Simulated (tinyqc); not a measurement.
Haynes-Shockley experiment: what a collector records, against the lifetime.

A sheet injected at x = 0, t = 0 gives at x = L the signal n(t) = N0 exp(-t/tau - (L - v t)^2/(4 D t))/sqrt(4 pi D t), D = mu Vt, v = mu F. Its peak lies at tp = [-D + sqrt(D^2 + u^2 L^2)]/u^2, u^2 = v^2 + 4 D/tau; dt is the full width at half height. Simple readings: mobility L/(F tp), diffusion coefficient (L dt/tp)^2/(16 ln 2 tp). Area v times the integral of n over N0: (v/u) exp(L (v - u)/(2 D)).

Parameters, values chosen for the exercise:

| symbol | value | unit | meaning |
|---|---|---|---|
| T | 300 | K | temperature |
| mu | 8030 | cm^2/(V s) | minority-carrier mobility |
| F | 9.9 | V/cm | sweep field along the drift |
| L | 350 | um | distance from injector to collector |

Constants: q = 1.602176634e-19 C, kB = 1.380649e-23 J/K, Vt = kB T/q. Results are converted to the units shown.

The same in every row: L/v (us) = 0.4403.

Haynes-Shockley experiment: what a collector records, against the lifetime:
```
tau (s),tp (us),dt (us),apparent mobility (cm^2/(V s)),apparent D (cm^2/s),area,exp(-L/(v tau))
6e-8,0.2364,0.1633,1.495e4,222.9,0.002887,6.505e-4
1e-7,0.2756,0.2068,1.283e4,225.7,0.02000,0.01224
3e-7,0.3450,0.2929,1.025e4,230.8,0.2195,0.2305
7e-7,0.3773,0.3368,9371,233.3,0.5026,0.5331
1e-6,0.3859,0.3489,9161,233.9,0.6136,0.6439
3e-6,0.4006,0.3699,8825,235.1,0.8465,0.8635
8e-6,0.4056,0.3771,8717,235.5,0.9390,0.9465
2e-5,0.4074,0.3798,8678,235.6,0.9751,0.9782
```

True values: mu = 8030 cm^2/(V s), D = 208 cm^2/s. The apparent mobility is 86 % above the true one in the first row and 8.1 % above it in the last, and the apparent D 7.4 % above and 14 % above D. The peak always comes before L/v, since spreading and decay both weigh down the later part of the signal; the shift is 46 % and 7.5 % in these rows.

Computed by the program tinyqc: `OMP_NUM_THREADS=1 python tinyqc.py 2310005 2310006 out.jsonl`, one thread of a shared Intel Xeon 2.30GHz, about 0.01 s for the whole run.
